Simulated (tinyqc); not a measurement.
Inside a calculation. Model: p-i-n junction, non-linear Poisson equation by Newton steps.

tinyqc, about 0.09 s, one thread, Intel Xeon 2.30GHz (shared host): `OMP_NUM_THREADS=1 python tinyqc.py 2000005 2000006 out.jsonl` Printed values are rounded; ~0 in a residual or rate marks an entry under 1e-11 of the largest of its column.

One dimension, p side on the left, n side on the right; net doping C = -Na for x < 0, 0 for 0 < x < Li and +Nd beyond. The potential psi is counted from the intrinsic level, and the quasi-Fermi potentials are flat: 0 for holes and -V for electrons, so n = ni exp((psi + V)/Vt) and p = ni exp(-psi/Vt) (Boltzmann statistics, full ionisation, no current). Under reverse bias this makes the minority densities vanishingly small everywhere; they play no part in the charge.

Parameters, values chosen for the exercise; band and dielectric values close to those of In0.53Ga0.47As: temperature T = 300 K; band gap Eg = 0.734 eV; relative permittivity eps_r = 13.8; conduction-band density of states at T Nc = 2.12e17 cm^-3; valence-band density of states at T Nv = 7.83e18 cm^-3; acceptor density of the p side Na = 1.5e18 cm^-3; donor density of the n side Nd = 5e16 cm^-3; bias of the p side against the n side V = -3.3 V; width of the undoped layer, from x = 0 to Li Li = 640 nm.

Constants: q = 1.602176634e-19 C, kB = 1.380649e-23 J/K, Vt = kB T/q, eps0 = 8.8541878128e-14 F/cm where lengths are in cm. Results are converted to the units shown.

Range of the model: The donor density exceeds a fifth of the band density of states, where Boltzmann statistics begin to fail.

## Intrinsic density, end potentials and Debye lengths

ni = sqrt(Nc Nv) exp(-Eg/(2 Vt)), Eg in volts; psi_p = -Vt ln(Na/ni), psi_n = Vt ln(Nd/ni) - V; Debye length sqrt(eps0 eps_r Vt/(q N)).

ni = 8.80481e11 cm^-3
psi_p = -0.370931 V
psi_n = 3.58300 V
Debye length, p side = 3.62544 nm
Debye length, n side = 19.8573 nm

## Net doping on the mesh

x, node 0 to 12 (nm): [-42.5, -29.5, -18.9, -10.1, -2.95, 2.95, 14.5, 36.9, 80.7, 166, 333, 658, 1290]

C = -Na for x < 0, 0 for 0 < x < Li and +Nd beyond, taken at the nodes.

net doping C, node 0 to 12 (cm^-3): [-1.5e18, -1.5e18, -1.5e18, -1.5e18, -1.5e18, 0, 0, 0, 0, 0, 0, 5e16, 5e16]

## Couplings between neighbouring nodes

a_i = eps0 eps_r/h_i for the interval from node i to i + 1, with h_i = x_(i+1) - x_i in cm.

coupling a_i, interval 0 to 11 (F/cm^2): [9.39906e-7, 1.15272e-6, 1.38850e-6, 1.70892e-6, 2.07098e-6, 1.05790e-6, 5.45481e-7, 2.78968e-7, 1.43245e-7, 7.31663e-8, 3.75962e-8, 1.93335e-8]

## Starting potential

The parabolas of an abrupt Na-Nd junction in the depletion approximation: psi_p + q Na (x + xp)^2/(2 eps0 eps_r) for -xp < x < 0, psi_n - q Nd (xn - x)^2/(2 eps0 eps_r) for 0 < x < xn, flat outside, with W = sqrt(2 eps0 eps_r (psi_n - psi_p)(1/Na + 1/Nd)/q), xp = W Nd/(Na + Nd), xn = W Na/(Na + Nd), psi_p = -Vt ln(Na/ni), psi_n = Vt ln(Nd/ni) - V.

psi at the start, node 0 to 12 (V): [-0.37093, -0.37093, -0.37093, -0.36930, -0.30090, -0.17759, 0.07451, 0.53852, 1.35076, 2.57160, 3.58055, 3.58300, 3.58300]

## Iteration 1: densities, residual and Jacobian diagonal

n_i = ni exp((psi_i + V)/Vt), p_i = ni exp(-psi_i/Vt), rho_i = p_i - n_i + C_i, g_i = (n_i + p_i)/Vt. Box widths w_i = (h_(i-1) + h_i)/2 in cm. Residual F_i = a_i (psi_(i+1) - psi_i) - a_(i-1) (psi_i - psi_(i-1)) + q rho_i w_i; Jacobian: a_(i-1) and a_i beside the diagonal, b_i = -a_(i-1) - a_i - q g_i w_i on it. The two end nodes are fixed.

n, node 0 to 12 (cm^-3): [1.88707e-50, 1.88707e-50, 1.88707e-50, 2.01008e-50, 2.83258e-49, 3.33998e-47, 5.74030e-43, 3.57968e-35, 1.58088e-21, 0.510600, 4.54728e16, 5e16, 5e16]
p, node 0 to 12 (cm^-3): [1.5e18, 1.5e18, 1.5e18, 1.40821e18, 9.99307e16, 8.47494e14, 4.93112e10, 790.744, 1.79053e-11, 5.54370e-32, 6.22484e-49, 5.66122e-49, 5.66122e-49]
residual F, node 1 to 11 (C/cm^2): [~0, 2.26661e-9, 1.02885e-7, -7.86793e-9, 1.14439e-8, -1.35985e-8, -2.65160e-8, -5.17103e-8, -1.01057e-7, -2.52954e-7, -9.22449e-11]
diagonal b, node 1 to 11 (F/cm^2): [-1.30622e-5, -1.15586e-5, -1.00575e-5, -4.18401e-6, -3.13347e-6, -1.60338e-6, -8.24449e-7, -4.22212e-7, -2.16411e-7, -7.04348e-6, -1.48844e-5]

## Iteration 1: Newton step

Solve the tridiagonal system a_(i-1) d_(i-1) + b_i d_i + a_i d_(i+1) = -F_i for nodes 1 to 11, with d = 0 on fixed nodes. Half of the step is added while the largest |d| exceeds 1.5 Vt, the full step after that.

Newton step d, before damping, node 1 to 11 (V): [0.000024, 0.000273, 0.000617, -0.056795, -0.111453, -0.229753, -0.434255, -0.739079, -0.971728, -0.046008, -0.000122]
psi after iteration 1, node 0 to 12 (V): [-0.37093, -0.37092, -0.37079, -0.36899, -0.32930, -0.23332, -0.04036, 0.32139, 0.98122, 2.08573, 3.55755, 3.58294, 3.58300]

## Course of the Newton iteration

Stop when the largest undamped |d| is below 1e-9 V, or after 80 iterations.

Course of the iteration:
```
iteration  largest |F| (C/cm^2)  largest |d| (V)  at node
1                       2.53e-7            0.972        9
2                       1.80e-7            0.505        9
3                       1.39e-7            0.336        9
4                       1.22e-7             1.51       10
5                       7.08e-8             1.02       10
6                       3.54e-8            0.506       10
7                       1.77e-8            0.253       10
8                       8.85e-9            0.126       10
9                       4.42e-9           0.0630       10
10                      2.21e-9           0.0315       10
11                     4.23e-12          6.85e-6        7
12                     1.29e-16         1.54e-10        6
```

Converged in 12 iterations. Once the step is below 0.1 Vt, 1 more iteration(s) reach the threshold: near the solution the error is roughly squared each time.

## Converged densities, field and charge

converged psi, node 0 to 12 (V): [-0.37093, -0.37090, -0.37060, -0.36821, -0.35506, -0.30948, -0.23865, -0.10576, 0.15399, 0.65985, 1.65023, 3.57760, 3.58300]

n and p as above; field E_i = -(psi_(i+1) - psi_i)/h_i on each interval; charge on either side of the peak Q = eps0 eps_r |E|max (Gauss).

n, node 0 to 12 (cm^-3): [1.88707e-50, 1.88921e-50, 1.91143e-50, 2.09654e-50, 3.48629e-50, 2.03287e-49, 3.14820e-48, 5.37700e-46, 1.24208e-41, 3.91047e-33, 1.69721e-16, 4.05618e16, 5e16]
p, node 0 to 12 (cm^-3): [1.5e18, 1.49830e18, 1.48089e18, 1.35013e18, 8.11927e17, 1.39242e17, 8.99120e15, 5.26429e13, 2.27893e9, 7.23854, 1.66780e-16, 6.97852e-49, 5.66122e-49]
field E, interval 0 to 11 (kV/cm): [-0.0225, -0.2851, -2.7156, -18.3874, -77.2579, -61.3278, -59.3265, -59.3037, -59.3037, -59.3037, -59.3037, -0.0856]
peak |E| = 77.2579 kV/cm
charge Q = 94.3997 nC/cm^2

A mesh of more than 1000 nodes gives a peak field of 77.18 kV/cm; the 13-node value is 0.10 % above it.
